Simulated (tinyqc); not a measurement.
Pillar capacitor in an array: capacitance, non-linearity, leakage and relaxation: two steps of the calculation.

A film between two metal electrodes, each interface adding a series capacitance ci. The small-signal permittivity is ek (1 + aq E^2); the field is found with the linear permittivity. Leakage J = J0 sinh(E/Ef). After a voltage step the film passes a relaxation current kr C V tt^(-nr), tt being the time in seconds. The sidewall is a coaxial capacitor with radii a = dm/2 and b = dm/2 + t, depth AR dm; the end face is left out.

Parameters, values chosen for the exercise; permittivity of the order of that of aluminium oxide: relative permittivity of the film ek = 8.33; film thickness t = 6.9 nm; capacitance of each electrode interface (dead layer and screening) ci = 1000 uF/cm^2; quadratic field coefficient of the permittivity aq = 0.0019 cm^2/MV^2; bias V = 2.2 V; leakage prefactor J0 = 7.1e-11 A/cm^2; field for an e-fold rise of the leakage Ef = 0.18 MV/cm; diameter of the pillar dm = 32 nm; aspect ratio, depth over diameter AR = 10; pitch of the square array pt = 74 nm; resistivity of the inner electrode rho = 320 uohm cm.

Constants: eps0 = 8.8541878128e-14 F/cm where lengths are in cm. Results are converted to the units shown.

Problem 1. Planar capacitance, field and non-linearity. Planar film: Cf = eps0 ek/t, 1/C = 1/Cf + 2/ci, EOT = 3.9 eps0/C, effective permittivity C t/eps0, E = (V/t) C/Cf; quadratic coefficient [C(V)/C - 1]/V^2 with Cf (1 + aq E^2) in C(V).

Give: Cf; C; EOT; effective permittivity; E; quadratic coefficient; J.

Solution 1.

Cf = 1.069 uF/cm^2
C = 1.067 uF/cm^2
EOT = 3.237 nm
effective permittivity = 8.312
E = 3.182 MV/cm
quadratic coefficient = 3965 ppm/V^2
J = 0.001685 A/cm^2

The interfaces take 0.213 % of the voltage.

Problem 2. Cell capacitance, fields and time constant. Per length 1/c = ln(b/a)/(2 pi eps0 ek) + (1/a + 1/b)/(2 pi ci); cell capacitance c AR dm; per footprint over pt^2; fields c V/(2 pi eps0 ek r) at r = a and b; resistance of the inner electrode rho AR dm/(pi a^2); time constant R C/3 of the distributed line.

Wanted: a; b; cell capacitance; capacitance per footprint; field at a; field at b; R; R C/3.

Solution 2.

a = 16.000 nm
b = 22.900 nm
cell capacitance = 0.41269 fF
capacitance per footprint = 7.5364 uF/cm^2
field at a = 3.8266 MV/cm
field at b = 2.6736 MV/cm
R = 1.2732 kohm
R C/3 = 0.17515 ps

The array gives 7.07 times the planar capacitance per footprint; curvature makes the field at the inner electrode 1.20 times the planar value.

Program tinyqc, `OMP_NUM_THREADS=1 python tinyqc.py 2102197 2102198 out.jsonl`; Intel Xeon 2.30GHz, shared host, one thread, about 0.01 s.
